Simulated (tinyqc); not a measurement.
Changing the coupling N(0)V: BCS gap equation with a constant attraction inside the Debye window. Computed by tinyqc, a small Python program. Command: `OMP_NUM_THREADS=1 python tinyqc.py 3013542 3013543 out.jsonl bcs sweep`. One thread of a shared host (Intel(R) Xeon(R) Processor @ 2.30GHz), about 0.01 s of CPU time with the checks.

Pairs attract with strength V for |xi| < k_B Theta; N(0) is the density of states for one spin. Energies are given as temperatures (E/k_B, in K) unless marked.

Inputs (values chosen for the exercise, modelled on vanadium):
```
quantity                  value      unit
Debye temperature Theta     381         K
Fermi velocity v_F       310000       m/s
electron density n         7.12  1e28/m^3
mean free path l            330        nm
```

Solver: secant.

Constants: k_B = 8.617333262e-05 eV/K; hbar = 1.054571817e-34 J s; k_B = 1.380649e-23 J/K; m_0 = 9.1093837015e-31 kg; eps_0 = 8.8541878128e-12 F/m; c = 299792458 m/s; e = 1.602176634e-19 C.

Method:
- At T = 0 the gap equation 1/(N(0)V) = int_0^Theta d xi/sqrt(xi^2 + Delta^2) has the integral arcsinh(Theta/Delta), so Delta_0 = Theta/sinh(1/(N(0)V)); weak coupling gives 2 Theta exp(-1/(N(0)V)).
- Gap equation: 1/(N(0)V) = I(Delta, T) = int_0^Theta tanh(E/2T)/E d xi, E = sqrt(xi^2 + Delta^2); 64 Gauss-Legendre points in y with xi = max(Delta, T) sinh(y).
- T_c solves I(0, T_c) = 1/(N(0)V); the weak-coupling form is T_c = (2 e^C/pi) Theta exp(-1/(N(0)V)) with Euler's C = 0.5772157, and 2 Delta_0/T_c then tends to 2 pi e^-C = 3.528.
- xi_0 = hbar v_F/(pi Delta_0); lambda_L = sqrt(m_0 eps_0 c^2/(n e^2)); N(0) = 3 n/(2 m_0 v_F^2) for one spin; condensation energy N(0) Delta_0^2/2 = B_c^2/(2 mu_0), mu_0 = 1/(eps_0 c^2); with scattering lambda = lambda_L sqrt(1 + xi_0/l) in the local limit (where xi_0 and l both exceed lambda, nonlocal response makes the true depth larger); Ginzburg-Landau kappa = 0.96 lambda_L/xi_0 + 0.72 lambda_L/l. Free-electron mass throughout; heavier carriers, as in niobium or vanadium, give a larger lambda_L and kappa and can make the metal type II.

One run for each value:
```
coupling N(0)V  T_c (K)  2 Delta_0/T_c  weak-coupling T_c (K)  Delta_0 (K)  coherence length xi_0 (nm)
0.29              13.74         3.5313                  13.74        24.26                      31.073
0.37              28.95         3.5437                  28.95        51.30                      14.691
0.44              44.51         3.5655                  44.51        79.35                       9.498
0.51              60.84         3.5971                  60.80       109.42                       6.888
0.58              77.23         3.6346                  77.04       140.35                       5.370
0.66              95.67         3.6786                  94.94       175.97                       4.283
0.73             111.47         3.7146                 109.79       207.03                       3.641
0.80             126.95         3.7470                 123.77       237.84                       3.169
```

Over the rows, T_c (K) rises from 13.7 to 127 (exponent d ln y / d ln x 3.1 between the first rows and 1.4 between the last); 2 Delta_0/T_c rises from 3.53 to 3.75 (exponent d ln y / d ln x 0.014 between the first rows and 0.095 between the last); weak-coupling T_c (K) rises from 13.7 to 124 (exponent d ln y / d ln x 3.1 between the first rows and 1.3 between the last). The exponent of T_c is about 1/(N(0)V), large at weak coupling; the weak-coupling formula misses by 2.5 % in the last row. Left out: 0.220 (T is not below T_c).

Caution (rows 0.370, 0.440, 0.510, 0.580, 0.660, 0.730, 0.800): at this coupling retardation and damping of the phonon exchange (Eliashberg theory) matter.
